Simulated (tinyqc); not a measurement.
# Delay unit and parasitic delay from two ring oscillators

Problem. A ring of 31 inverters oscillates at 1/(2 x 31 d), with stage delay d = tau (h + p) for fan-out h. Find tau, p and the delay at fan-out 4.

frequencies of 31-stage ring oscillators with fan-out 2 and 4 (GHz): [0.84358628, 0.49355048]

Solution. d is a straight line in h with slope tau and intercept tau p.

tau = 6.780 ps
p = 0.8200
delay at fan-out 4 = 32.68 ps

tinyqc, about 0.01 s, one thread, Intel Xeon 2.30GHz (shared host): `OMP_NUM_THREADS=1 python tinyqc.py 2082109 2082110 out.jsonl`
